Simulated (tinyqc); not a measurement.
Admittance spectroscopy and thermally stimulated current of one trap level in a depletion layer. Changing the band bending V_b. Computed by tinyqc, a small Python program. Command: `OMP_NUM_THREADS=1 python tinyqc.py 3110668 3110669 out.jsonl admit sweep`. One thread of a shared host (Intel(R) Xeon(R) Processor @ 2.30GHz), about 0.01 s of CPU time with the checks.

A Schottky junction on n-type material holds one donor-like electron trap; shallow donors are fully ionised and abrupt depletion edges are assumed.

Inputs (values chosen for the exercise, modelled on n-type beta-Ga2O3):
```
quantity                         value    unit
dielectric constant eps           10.3       -
density-of-states mass m         0.289     m_0
shallow doping N               2.3e+16  1/cm^3
trap density N_t               6.4e+15  1/cm^3
trap depth E_t below the band    0.343      eV
capture cross section sigma    3.4e-16    cm^2
test frequency f                   400      Hz
```

Constants: k_B = 1.380649e-23 J/K; m_0 = 9.1093837015e-31 kg; h = 6.62607015e-34 J s; k_B = 8.617333262e-05 eV/K; eps_0 = 8.8541878128e-12 F/m; e = 1.602176634e-19 C.

Method:
- N_c = 2 (2 pi m k_B T/h^2)^(3/2), v_th = sqrt(3 k_B T/m), emission rate e_n = sigma v_th N_c exp(-E_t/(k_B T)).
- Where the level crosses the Fermi level capture equals emission, so the trap follows the signal with the rate 2 e_n; G/omega peaks at omega = 2 e_n (the correction for large N_t/N is left out).
- Solve 2 e_n(T_p) = 2 pi f.
- With E_c - E_F = k_B T_p ln(N_c/N): lambda = sqrt(2 eps eps_0 (E_t - (E_c - E_F))/(e^2 N)); traps are empty and charged for x < x_t = w - lambda, and V_b = e (N w^2 + N_t x_t^2)/(2 eps eps_0). High frequency: C_hf = eps eps_0/w. Low frequency: C_lf = eps eps_0 (N + N_t)/(N w + N_t x_t).

One run for each value:
```
band bending V_b (V)  step (C_lf - C_hf)/C_hf  C_hf (nF/cm^2)  crossing point x_t (nm)  depletion width w (nm)
0.88                                  0.13345          44.961                    93.13                  202.84
1.60                                  0.09758          33.948                   158.93                  268.64
2.40                                  0.07922          28.031                   215.64                  325.35
3.10                                  0.06953          24.824                   257.67                  367.38
3.90                                  0.06188          22.252                   300.13                  409.84
4.60                                  0.05692          20.564                   333.78                  443.49
5.40                                  0.05249          19.043                   369.20                  478.91
6.10                                  0.04935          17.960                   398.07                  507.78
```

Over the rows, step (C_lf - C_hf)/C_hf falls from 0.133 to 0.0494 (exponent d ln y / d ln x about -0.51 throughout); C_hf (nF/cm^2) falls from 45.0 to 18.0 (exponent d ln y / d ln x about -0.48 throughout); crossing point x_t (nm) rises from 93.1 to 398 (exponent d ln y / d ln x 0.89 between the first rows and 0.62 between the last). The exponent of C_hf stays between -0.48 and -0.47, near -0.50: w grows as sqrt(V_b). Lambda does not depend on the bias, so the step falls as w grows.

Extremes, crossings and ranges named in words are read from the listed rows.
